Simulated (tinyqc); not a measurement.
RHF in the 3-21g basis, for H3+, spin multiplicity 1, step by step. One step of it, computed by the program tinyqc.

Problem. Iteration 3: building the Fock matrix. J_ij = sum D_kl (ij|kl), K_ij = sum D_kl (ik|jl); F = H + J - 0.5 K; E = tr D H + tr D J / 2 - 0.25 tr D K + E_nn.

D after iteration 2, order 1H 1s, 1H 2s, 2H 1s, 2H 2s, 3H 1s, 3H 2s:
```
[[0.127537, 0.147901, 0.102279, 0.120577, 0.102193, 0.120543],
 [0.147901, 0.171518, 0.118611, 0.139830, 0.118511, 0.139792],
 [0.102279, 0.118611, 0.082024, 0.096698, 0.081955, 0.096671],
 [0.120577, 0.139830, 0.096698, 0.113997, 0.096616, 0.113965],
 [0.102193, 0.118511, 0.081955, 0.096616, 0.081886, 0.096590],
 [0.120543, 0.139792, 0.096671, 0.113965, 0.096590, 0.113934]]
```

core Hamiltonian H = T + V (hartree), order 1H 1s, 1H 2s, 2H 1s, 2H 2s, 3H 1s, 3H 2s:
```
[[-1.069562, -1.068721, -0.303290, -0.583007, -0.302491, -0.582395],
 [-1.068721, -1.255463, -0.558655, -0.888920, -0.557988, -0.888329],
 [-0.303290, -0.558655, -0.962254, -0.999821, -0.089917, -0.347826],
 [-0.583007, -0.888920, -0.999821, -1.169337, -0.347769, -0.663121],
 [-0.302491, -0.557988, -0.089917, -0.347769, -0.961908, -0.999602],
 [-0.582395, -0.888329, -0.347826, -0.663121, -0.999602, -1.169096]]
```

Two-electron integrals (ij|kl) in chemists' order, unique and non-zero (hartree):
```
(11|11) 1.140145   (21|11) 0.611403   (21|21) 0.345152   (22|11) 0.626370
(22|21) 0.380329   (22|22) 0.482957   (31|11) 0.086405   (31|21) 0.051181
(31|22) 0.060794   (31|31) 0.012514   (32|11) 0.160542   (32|21) 0.100788
(32|22) 0.136887   (32|31) 0.027415   (32|32) 0.076556   (33|11) 0.447896
(33|21) 0.287103   (33|22) 0.412868   (33|31) 0.086405   (33|32) 0.278434
(33|33) 1.140145   (41|11) 0.278434   (41|21) 0.158513   (41|22) 0.177164
(41|31) 0.027415   (41|32) 0.055281   (41|33) 0.160542   (41|41) 0.076556
(42|11) 0.352430   (42|21) 0.216892   (42|22) 0.285039   (42|31) 0.043402
(42|32) 0.108775   (42|33) 0.352430   (42|41) 0.108775   (42|42) 0.194828
(43|11) 0.287103   (43|21) 0.183049   (43|22) 0.260911   (43|31) 0.051181
(43|32) 0.158513   (43|33) 0.611403   (43|41) 0.100788   (43|42) 0.216892
(43|43) 0.345152   (44|11) 0.412868   (44|21) 0.260911   (44|22) 0.369330
(44|31) 0.060794   (44|32) 0.177164   (44|33) 0.626370   (44|41) 0.136887
(44|42) 0.285039   (44|43) 0.380329   (44|44) 0.482957   (51|11) 0.086087
(51|21) 0.050998   (51|22) 0.060586   (51|31) 0.007847   (51|32) 0.016301
(51|33) 0.046747   (51|41) 0.023911   (51|42) 0.035549   (51|43) 0.030016
(51|44) 0.043660   (51|51) 0.012433   (52|11) 0.160257   (52|21) 0.100615
(52|22) 0.136679   (52|31) 0.016329   (52|32) 0.037987   (52|33) 0.113229
(52|41) 0.047739   (52|42) 0.082833   (52|43) 0.072817   (52|44) 0.108013
(52|51) 0.027290   (52|52) 0.076378   (53|11) 0.014023   (53|21) 0.008770
(53|22) 0.011627   (53|31) 0.002031   (53|32) 0.004997   (53|33) 0.015749
(53|41) 0.004650   (53|42) 0.008443   (53|43) 0.009669   (53|44) 0.012297
(53|51) 0.002026   (53|52) 0.004992   (53|53) 0.000598   (54|11) 0.089172
(54|21) 0.056232   (54|22) 0.077340   (54|31) 0.010024   (54|32) 0.024113
(54|33) 0.072884   (54|41) 0.027538   (54|42) 0.049758   (54|43) 0.046658
(54|44) 0.067687   (54|51) 0.015138   (54|52) 0.043074   (54|53) 0.003224
(54|54) 0.025552   (55|11) 0.447561   (55|21) 0.286898   (55|22) 0.412655
(55|31) 0.046875   (55|32) 0.113341   (55|33) 0.341504   (55|41) 0.136615
(55|42) 0.252484   (55|43) 0.220417   (55|44) 0.334096   (55|51) 0.086087
(55|52) 0.278097   (55|53) 0.015749   (55|54) 0.156986   (55|55) 1.140145
(61|11) 0.278097   (61|21) 0.158323   (61|22) 0.176955   (61|31) 0.023968
(61|32) 0.047764   (61|33) 0.136552   (61|41) 0.073249   (61|42) 0.102022
(61|43) 0.087011   (61|44) 0.123768   (61|51) 0.027290   (61|52) 0.055130
(61|53) 0.004646   (61|54) 0.030751   (61|55) 0.160257   (61|61) 0.076378
(62|11) 0.352121   (62|21) 0.216706   (62|22) 0.284809   (62|31) 0.035640
(62|32) 0.082889   (62|33) 0.252401   (62|41) 0.102054   (62|42) 0.171953
(62|43) 0.159923   (62|44) 0.228242   (62|51) 0.043230   (62|52) 0.108566
(62|53) 0.008438   (62|54) 0.061682   (62|55) 0.352121   (62|61) 0.108566
(62|62) 0.194556   (63|11) 0.089223   (63|21) 0.056260   (63|22) 0.077367
(63|31) 0.015189   (63|32) 0.043122   (63|33) 0.156986   (63|41) 0.030797
(63|42) 0.061729   (63|43) 0.089901   (63|44) 0.101496   (63|51) 0.009997
(63|52) 0.024089   (63|53) 0.003224   (63|54) 0.015564   (63|55) 0.072884
(63|61) 0.027522   (63|62) 0.049739   (63|63) 0.025552   (64|11) 0.220649
(64|21) 0.137637   (64|22) 0.187574   (64|31) 0.027684   (64|32) 0.071680
(64|33) 0.233406   (64|41) 0.069220   (64|42) 0.129971   (64|43) 0.144824
(64|44) 0.194518   (64|51) 0.027599   (64|52) 0.071604   (64|53) 0.006819
(64|54) 0.043735   (64|55) 0.233406   (64|61) 0.069146   (64|62) 0.129894
(64|63) 0.043735   (64|64) 0.100435   (65|11) 0.286898   (65|21) 0.182928
(65|22) 0.260786   (65|31) 0.030099   (65|32) 0.072890   (65|33) 0.220417
(65|41) 0.087055   (65|42) 0.159980   (65|43) 0.142063   (65|44) 0.213766
(65|51) 0.050998   (65|52) 0.158323   (65|53) 0.009669   (65|54) 0.089901
(65|55) 0.611403   (65|61) 0.100615   (65|62) 0.216706   (65|63) 0.046658
(65|64) 0.144824   (65|65) 0.345152   (66|11) 0.412655   (66|21) 0.260786
(66|22) 0.369195   (66|31) 0.043786   (66|32) 0.108123   (66|33) 0.334096
(66|41) 0.123853   (66|42) 0.228341   (66|43) 0.213766   (66|44) 0.315465
(66|51) 0.060586   (66|52) 0.176955   (66|53) 0.012297   (66|54) 0.101496
(66|55) 0.626370   (66|61) 0.136679   (66|62) 0.284809   (66|63) 0.067687
(66|64) 0.194518   (66|65) 0.380329   (66|66) 0.482957
```

nuclear repulsion = 1.23963075 hartree

Give: Coulomb J; exchange K; Fock matrix F; total energy of this density.

Solution.

Coulomb J (hartree), order 1H 1s, 1H 2s, 2H 1s, 2H 2s, 3H 1s, 3H 2s:
```
[[1.2417, 0.7434, 0.1357, 0.3610, 0.1352, 0.3605],
 [0.7434, 0.9369, 0.3278, 0.6065, 0.3273, 0.6060],
 [0.1357, 0.3278, 1.0657, 0.6487, 0.0286, 0.1906],
 [0.3610, 0.6065, 0.6487, 0.8522, 0.1905, 0.4318],
 [0.1352, 0.3273, 0.0286, 0.1905, 1.0651, 0.6484],
 [0.3605, 0.6060, 0.1906, 0.4318, 0.6484, 0.8519]]
```

exchange K (hartree), order 1H 1s, 1H 2s, 2H 1s, 2H 2s, 3H 1s, 3H 2s:
```
[[0.7250, 0.6920, 0.3279, 0.5028, 0.3274, 0.5024],
 [0.6920, 0.7857, 0.4426, 0.6290, 0.4420, 0.6286],
 [0.3279, 0.4426, 0.4905, 0.4913, 0.2055, 0.3419],
 [0.5028, 0.6290, 0.4913, 0.6026, 0.3417, 0.5091],
 [0.3274, 0.4420, 0.2055, 0.3417, 0.4898, 0.4906],
 [0.5024, 0.6286, 0.3419, 0.5091, 0.4906, 0.6020]]
```

Fock matrix F (hartree), order 1H 1s, 1H 2s, 2H 1s, 2H 2s, 3H 1s, 3H 2s:
```
[[-0.1904, -0.6713, -0.3315, -0.4734, -0.3310, -0.4731],
 [-0.6713, -0.7114, -0.4521, -0.5970, -0.4517, -0.5967],
 [-0.3315, -0.4521, -0.1418, -0.5967, -0.1641, -0.3282],
 [-0.4734, -0.5970, -0.5967, -0.6184, -0.3281, -0.4859],
 [-0.3310, -0.4517, -0.1641, -0.3281, -0.1417, -0.5965],
 [-0.4731, -0.5967, -0.3282, -0.4859, -0.5965, -0.6182]]
```

total energy of this density = -1.191086 hartree
